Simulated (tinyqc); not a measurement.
Worked calculation: plane-wave Kohn-Sham cycle with exchange-only LDA in a layered model solid. One step of it, computed by the program tinyqc.

Task: Iteration 1: levels at that k. Diagonalise the Hermitian matrix.

H (hartree), lower triangle:
```
           -2         -1         +0         +1        +2
-2   3.979115
-1  -0.155000   0.776431
+0  -0.040000  -0.155000  -0.291130
+1   0.000000  -0.040000  -0.155000   0.776431
+2   0.000000   0.000000  -0.040000  -0.155000  3.979115
```

Give: eigenvalues.

Result:

eigenvalues (hartree): -0.338  0.775  0.809  3.987  3.987
